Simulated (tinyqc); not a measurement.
Pressure: conduction-band anticrossing with a localised impurity level.

Host conduction band EM(k) = Eg - al x + c k^2/mM, c = hbar^2/2m0, coupled to a flat level EI by V = C sqrt(x): H = [[EM, V], [V, EI]], E+/- = (EM + EI)/2 +/- sqrt((EM - EI)^2/4 + V^2). The host weight of a state at E is f = 1/(1 + V^2/(E - EI)^2), and its mass at k = 0 is mM/f. The gap is E-(0), the valence top staying at 0.

Constants: hbar^2/2m0 = 3.80998211 eV angstrom^2.

Values chosen for the exercise (host near InP; not measured data): Eg = 1.442 eV (gap at Gamma to the s-like level); mM = 0.0796 m0 (mass of the host band); EI = 1.672 eV (impurity level, from the valence top of the host); C = 2.55 eV (coupling); al = 0.41 eV (linear shift of the host edge); x = 0.0034 (impurity fraction); aM = 83 meV/GPa (pressure coefficient of the host edge); aI = 35 meV/GPa (pressure coefficient of the level).

Eg and EI move linearly with pressure; V is kept. The slope of E- is f aM + (1 - f) aI.

Results:

| P (GPa) | EM (eV) | EI (eV) | E- (eV) | E+ (eV) | host weight of E- | slope of E- (meV/GPa) |
|---|---|---|---|---|---|---|
| 0 | 1.4406 | 1.6720 | 1.3679 | 1.7447 | 0.807 | 73.7 |
| 1 | 1.5236 | 1.7070 | 1.4406 | 1.7900 | 0.762 | 71.6 |
| 2 | 1.6066 | 1.7420 | 1.5109 | 1.8377 | 0.707 | 68.9 |
| 3 | 1.6896 | 1.7770 | 1.5783 | 1.8883 | 0.641 | 65.8 |
| 4 | 1.7726 | 1.8120 | 1.6423 | 1.9423 | 0.566 | 62.2 |
| 5 | 1.8556 | 1.8470 | 1.7026 | 2.0001 | 0.486 | 58.3 |
| 6 | 1.9386 | 1.8820 | 1.7589 | 2.0617 | 0.407 | 54.5 |
| 7 | 2.0216 | 1.9170 | 1.8117 | 2.1269 | 0.334 | 51.0 |
| 8 | 2.1046 | 1.9520 | 1.8612 | 2.1954 | 0.272 | 48.0 |

The unmixed levels cross at 4.82 GPa, where E+ - E- has its minimum 2V = 0.297 eV and the weights are 1/2. The slope of E- falls from 74 to 48 meV/GPa, between the limits aM = 83 and aI = 35, as the state turns impurity-like. The X valleys, which pass below the Gamma edge of the host at high pressure, are left out.

Program tinyqc; command `OMP_NUM_THREADS=1 python tinyqc.py 1051582 1051583 out.jsonl`; about 0.01 s on one thread of a shared Intel(R) Xeon(R) Processor @ 2.30GHz.
